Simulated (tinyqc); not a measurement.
Pariser-Parr-Pople SCF with singles CI, for the molecule Fc1cnc2nc[nH]c2n1 (SMILES; centres numbered as the heavy atoms are written), step by step. One step of it, computed by the program tinyqc.

Task: Iteration 1: Fock matrix. F_rr = H_rr + P_rr gamma_rr / 2 + sum_(s != r) P_ss gamma_rs; F_rs = H_rs - P_rs gamma_rs / 2; E = tr P (H + F) / 2 + core repulsion sum_(r<s) z_r z_s gamma_rs.

P at the start:
```
,1F,2C,3C,4N,5C,6N,7C,8N,9C,10N
1F,1.685720,0.537349,-0.211524,-0.088559,0.185034,-0.045594,-0.109239,0.139268,-0.021913,-0.346892
2C,0.537349,1.030531,0.506461,-0.031629,-0.185149,0.090502,0.094528,-0.140287,-0.054422,0.615445
3C,-0.211524,0.506461,1.124559,0.744807,-0.132169,-0.150582,0.146707,0.093659,-0.234413,0.055803
4N,-0.088559,-0.031629,0.744807,1.022570,0.547219,-0.071815,-0.156874,0.055287,0.065523,-0.315190
5C,0.185034,-0.185149,-0.132169,0.547219,1.145443,0.540927,-0.168994,-0.175495,0.490890,-0.021910
6N,-0.045594,0.090502,-0.150582,-0.071815,0.540927,1.235356,0.689096,-0.303774,-0.196080,0.091244
7C,-0.109239,0.094528,0.146707,-0.156874,-0.168994,0.689096,1.132220,0.617155,-0.155643,-0.083668
8N,0.139268,-0.140287,0.093659,0.055287,-0.175495,-0.303774,0.617155,1.315674,0.562639,-0.170075
9C,-0.021913,-0.054422,-0.234413,0.065523,0.490890,-0.196080,-0.155643,0.562639,1.094543,0.555130
10N,-0.346892,0.615445,0.055803,-0.315190,-0.021910,0.091244,-0.083668,-0.170075,0.555130,1.213386
```

core matrix H (eV):
```
,1F,2C,3C,4N,5C,6N,7C,8N,9C,10N
1F,-80.463402,-2.010000,0.000000,0.000000,0.000000,0.000000,0.000000,0.000000,0.000000,0.000000
2C,-2.010000,-72.682491,-2.290000,0.000000,0.000000,0.000000,0.000000,0.000000,0.000000,-2.400000
3C,0.000000,-2.290000,-66.112951,-2.400000,0.000000,0.000000,0.000000,0.000000,0.000000,0.000000
4N,0.000000,0.000000,-2.400000,-69.062901,-2.400000,0.000000,0.000000,0.000000,0.000000,0.000000
5C,0.000000,0.000000,0.000000,-2.400000,-73.178817,-2.400000,0.000000,0.000000,-2.290000,0.000000
6N,0.000000,0.000000,0.000000,0.000000,-2.400000,-67.761072,-2.400000,0.000000,0.000000,0.000000
7C,0.000000,0.000000,0.000000,0.000000,0.000000,-2.400000,-64.756500,-2.150000,0.000000,0.000000
8N,0.000000,0.000000,0.000000,0.000000,0.000000,0.000000,-2.150000,-75.636378,-2.150000,0.000000
9C,0.000000,0.000000,0.000000,0.000000,-2.290000,0.000000,0.000000,-2.150000,-76.880068,-2.400000
10N,0.000000,-2.400000,0.000000,0.000000,0.000000,0.000000,0.000000,0.000000,-2.400000,-74.149253
```

repulsion gamma_rs (eV):
```
,1F,2C,3C,4N,5C,6N,7C,8N,9C,10N
1F,21.400000,8.693586,5.578854,3.788257,3.354786,2.552112,2.390640,2.861128,3.780979,5.601932
2C,8.693586,11.130000,7.556054,5.297283,4.668361,3.305074,2.994007,3.673651,5.238603,7.728634
3C,5.578854,7.556054,11.130000,7.729507,5.238603,3.621260,2.994047,3.344998,4.668704,5.297071
4N,3.788257,5.297283,7.729507,12.300000,7.726263,5.117245,3.741969,3.866796,5.296490,4.744040
5C,3.354786,4.668361,5.238603,7.726263,11.130000,7.728752,5.521135,5.786961,7.556054,5.296156
6N,2.552112,3.305074,3.621260,5.117245,7.728752,12.300000,7.730558,5.826479,5.587891,3.813110
7C,2.390640,2.994007,2.994047,3.741969,5.521135,7.730558,11.130000,8.285093,5.521171,3.742147
8N,2.861128,3.673651,3.344998,3.866796,5.786961,5.826479,8.285093,16.800000,8.281313,5.248831
9C,3.780979,5.238603,4.668704,5.296490,7.556054,5.587891,5.521171,8.281313,11.130000,7.726570
10N,5.601932,7.728634,5.297071,4.744040,5.296156,3.813110,3.742147,5.248831,7.726570,12.300000
```

Centres (angstrom, eV; a flat drawing with bonds scaled to 1.40 angstrom):
```
centre,x,y,core charge z,W,gamma_rr
1F,-3.206000,0.690000,2,39.000000,21.400000
2C,-1.887000,0.221000,1,11.160000,11.130000
3C,-1.633000,-1.155000,1,11.160000,11.130000
4N,-0.314000,-1.624000,1,14.100000,12.300000
5C,0.752000,-0.715000,1,11.160000,11.130000
6N,2.140000,-0.899000,1,14.100000,12.300000
7C,2.743000,0.364000,1,11.160000,11.130000
8N,1.729000,1.328000,2,25.600000,16.800000
9C,0.498000,0.661000,1,11.160000,11.130000
10N,-0.822000,1.130000,1,14.100000,12.300000
```

Give: F; pi energy.

Result:

F (eV):
```
,1F,2C,3C,4N,5C,6N,7C,8N,9C,10N
1F,-18.9174,-4.3457,0.5900,0.1677,-0.3104,0.0582,0.1306,-0.1992,0.0414,0.9716
2C,-4.3457,-5.6134,-4.2034,0.0838,0.4322,-0.1496,-0.1415,0.2577,0.1425,-4.7783
3C,0.5900,-4.2034,-4.9573,-5.2785,0.3462,0.2726,-0.2196,-0.1566,0.5472,-0.1478
4N,0.1677,0.0838,-5.2785,-6.1875,-4.5140,0.1837,0.2935,-0.1069,-0.1735,0.7476
5C,-0.3104,0.4322,0.3462,-4.5140,-4.4372,-4.4903,0.4665,0.5078,-4.1446,0.0580
6N,0.0582,-0.1496,0.2726,0.1837,-4.4903,-7.1362,-5.0635,0.8850,0.5478,-0.1740
7C,0.1306,-0.1415,-0.2196,0.2935,0.4665,-5.0635,-6.7885,-4.7066,0.4297,0.1565
8N,-0.1992,0.2577,-0.1566,-0.1069,0.5078,0.8850,-4.7066,-9.6201,-4.4797,0.4463
9C,0.0414,0.1425,0.5472,-0.1735,-4.1446,0.5478,0.4297,-4.4797,-6.2704,-4.5446
10N,0.9716,-4.7783,-0.1478,0.7476,0.0580,-0.1740,0.1565,0.4463,-4.5446,-8.0943
```

pi energy = -207.0084 eV
